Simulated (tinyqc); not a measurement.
Free and trapped electrons in a MOS channel with a dense trap tail: one step of the calculation.

p-type body, charge-sheet picture, full ionisation (an idealisation for deep acceptors), Boltzmann statistics for free electrons. e = Ec - EF at the surface. Acceptor-like traps of density D(E) = D0 + De exp(-E/Ew) at depth E below Ec, from 0 to Eu, hold n_t = integral of D(E)/(1 + exp((e - E)/Vt)). psi = Eg - Vt ln(Nv/Na) - e; N_dep = sqrt(2 eps0 eps_r Na (psi - Vt)/q); n_f = sqrt(N_dep^2 + 2 eps0 eps_r Vt Nc exp(-e/Vt)/q) - N_dep; Vg = Vfb + psi + q (N_dep + n_t + n_f)/Cox, Cox = eps0 eox/tox.

Question. Charges and gate voltage. psi, N_dep, n_f and Vg as defined, with the n_t given; free share n_f/(n_f + n_t); apparent mobility mf n_f/(n_f + n_t); gate voltage spent on traps q n_t/Cox.

Inputs (values chosen for the exercise); band and dielectric values close to those of 4H silicon carbide: temperature T = 475 K; band gap Eg = 3.22 eV; relative permittivity eps_r = 9.7; conduction-band density of states at T Nc = 3.33e19 cm^-3; valence-band density of states at T Nv = 5e19 cm^-3; relative permittivity of the insulator eox = 3.9; insulator thickness tox = 68 nm; acceptor density Na = 4e15 cm^-3; flat-band voltage without trapped charge Vfb = -2.67 V; mobility of free electrons mf = 200 cm^2/(V s); Ec - EF at the surface e = 0.181 eV.

Constants: q = 1.602176634e-19 C, kB = 1.380649e-23 J/K, Vt = kB T/q, eps0 = 8.8541878128e-14 F/cm where lengths are in cm. Results are converted to the units shown.

n_t = 1.2553979e11 cm^-2

Wanted: psi; N_dep; n_f; Vg; free share; apparent mobility; gate voltage spent on traps.

Answer.

psi = 2.653 V
N_dep = 3.347e11 cm^-2
n_f = 2.015e11 cm^-2
Vg = 2.071 V
free share = 61.62 %
apparent mobility = 123.2 cm^2/(V s)
gate voltage spent on traps = 0.3961 V

tinyqc, about 0.02 s, one thread, Intel Xeon 2.30GHz (shared host): `OMP_NUM_THREADS=1 python tinyqc.py 2222008 2222009 out.jsonl`
